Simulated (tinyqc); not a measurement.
Reverse leakage of an n+-p junction: diffusion, generation, trap-assisted and band-to-band tunnelling: one step of the calculation.

One-sided abrupt junction in the depletion approximation, x from the junction (0) to W on the p side, field F = F0 (1 - x/W). Flat quasi-Fermi levels, long p side. Traps generate through SRH with both lifetimes shortened by 1 + Gamma (Hurkx enhancement, form for moderate fields); band-to-band generation is local and needs a total bending above Eg.

Question. Generation rates across the layer. u = (Vbi + VR)(1 - x/W)^2, p = Na exp(-u/Vt), n = Nd exp((u - Vbi - VR)/Vt); G0 = ni^2 (1 - exp(-VR/Vt))/(tau (n + p + 2 ni cosh(Et/Vt))); Gamma = 2 sqrt(3 pi)(F/FG) exp((F/FG)^2); trap-assisted part G0 Gamma; G_bb = Ab F^2.5 exp(-Bb/F) with F in V/cm, zero unless Vbi + VR > Eg. 15 equal steps.

Inputs (values chosen for the exercise); band and dielectric values close to those of silicon: temperature T = 300 K; band gap Eg = 1.12 eV; acceptor density of the lighter side Na = 1.1e17 cm^-3; donor density of the heavier side Nd = 1e19 cm^-3; SRH lifetime of both carriers at zero field tau = 8e-6 s; trap level above the intrinsic level Et = 0 eV; band-to-band prefactor Ab = 7.7e14 cm^-0.5 V^-2.5 s^-1; band-to-band field constant Bb = 1.98e7 V/cm; reverse bias VR = 0.8 V.

Constants: q = 1.602176634e-19 C, kB = 1.380649e-23 J/K, Vt = kB T/q. Results are converted to the units shown.

ni = 1.0499989e10 cm^-3
Vbi = 0.95236424 V
W = 144.75164 nm
F0 = 242.12012 kV/cm
FG = 376.14652 kV/cm

Find: x; F; Gamma; G0; G0 Gamma; G_bb.

Answer.

```
point,x (nm),F (kV/cm),Gamma,G0 (cm^-3 s^-1),G0 Gamma (cm^-3 s^-1),G_bb (1e-8 cm^-3 s^-1)
0,0.0,242.1,5.981,1.378e6,8.243e6,6.777
1,9.7,226.0,5.292,8.582e9,4.541e10,0.017
2,19.3,209.8,4.676,2.801e13,1.309e14,0.000
3,29.0,193.7,4.122,6.485e14,2.673e15,0.000
4,38.6,177.6,3.622,6.562e14,2.377e15,0.000
5,48.3,161.4,3.168,6.562e14,2.079e15,0.000
6,57.9,145.3,2.753,6.562e14,1.806e15,0.000
7,67.6,129.1,2.371,6.420e14,1.523e15,0.000
8,77.2,113.0,2.019,2.164e14,4.367e14,0.000
9,86.9,96.8,1.689,6.365e12,1.075e13,0.000
10,96.5,80.7,1.379,2.337e11,3.224e11,0.000
11,106.2,64.6,1.085,1.553e10,1.686e10,0.000
12,115.8,48.4,0.8037,1.886e9,1.515e9,0.000
13,125.5,32.3,0.5309,4.181e8,2.219e8,0.000
14,135.1,16.1,0.2640,1.693e8,4.470e7,0.000
15,144.8,0.0,0,1.253e8,0,0.000
```

Range of the model: The n+ side is degenerate, so Vbi from Boltzmann statistics is only a guide.

tinyqc, about 0.01 s, one thread, Intel Xeon 2.30GHz (shared host): `OMP_NUM_THREADS=1 python tinyqc.py 2290008 2290009 out.jsonl`
